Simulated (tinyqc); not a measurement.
Undoped symmetric double-gate MOSFET, analytic potential model: output curve.

An undoped body of thickness ts between two equal insulators and tied gates; long channel, electrons only, n = ni exp((psi - V)/Vt) with V the quasi-Fermi potential (0 at the source, Vd at the drain), constant mobility, no quantisation. Across the body psi(x) = V - 2 Vt ln[(ts/(2 beta)) sqrt(q ni/(2 eps0 eps_r Vt)) cos(2 beta x/ts)], x from the centre. Q is the electron charge per area of the whole body.

ni = sqrt(Nc Nv) exp(-Eg/(2 Vt)), Eg in volts; r = eps_r tox/(eox ts); V0 = dphi + 2 Vt ln[(2/ts) sqrt(2 eps0 eps_r Vt/(q ni))]. beta (between 0 and pi/2) solves (Vg - V0 - V)/(2 Vt) = ln(beta) - ln(cos beta) + 2 r beta tan(beta). Q = 8 eps0 eps_r Vt beta tan(beta)/ts; I = mu (1/L)(4 eps0 eps_r/ts)(2 Vt)^2 [g(beta_s) - g(beta_d)] per width, g = beta tan(beta) - beta^2/2 + r beta^2 tan^2(beta), with beta_s at V = 0 and beta_d at V = Vd.

Parameters, values chosen for the exercise; material values close to those of silicon: temperature T = 300 K; band gap Eg = 1.11 eV; relative permittivity of the semiconductor eps_r = 11.6; conduction-band density of states at T Nc = 2.82e19 cm^-3; valence-band density of states at T Nv = 2.61e19 cm^-3; relative permittivity of the gate insulator eox = 3.85; insulator thickness tox = 2.5 nm; body thickness ts = 8 nm; gate work function less that of the intrinsic body dphi = -0.12 V; channel mobility mu = 110 cm^2/(V s); gate length L = 1 um; gate voltage Vg = 0.67 V.

Constants: q = 1.602176634e-19 C, kB = 1.380649e-23 J/K, Vt = kB T/q, eps0 = 8.8541878128e-14 F/cm where lengths are in cm. Results are converted to the units shown.

Results:
```
Vd (V)  Qd (nC/cm^2)      Qd/Qs  I (uA/um)
0.06          540.76    0.79853     4.0169
0.11          430.80    0.63615     6.6869
0.22          207.80    0.30685     10.517
0.27          121.40    0.17927     11.416
0.32          53.456   0.078936     11.886
0.38          10.668   0.015754     12.073
0.43          1.7882  0.0026407     12.100
0.48         0.26516  3.9155e-4     12.105
```

Estimate the missing row, Vd = 0.16 V.

Computed row:
```
Vd (V)  Qd (nC/cm^2)    Qd/Qs  I (uA/um)
0.16          325.44  0.48056     8.7641
```

With this row back in the table: The current rises from 4.02 to 12.1 uA/um, while the charge at the drain end falls from 0.80 to 3.9e-4 of that at the source. The current first comes within 1 % of its last value at Vd = 0.38 V among the rows. Over the last rows Qd falls by a factor of e for each Vt of drain voltage: the drain end is in weak inversion. In every row the surface density at the source passes 0.3 Nc, where Boltzmann statistics fail.

tinyqc, about 0.02 s, one thread, Intel Xeon 2.30GHz (shared host): `OMP_NUM_THREADS=1 python tinyqc.py 2440152 2440153 out.jsonl`
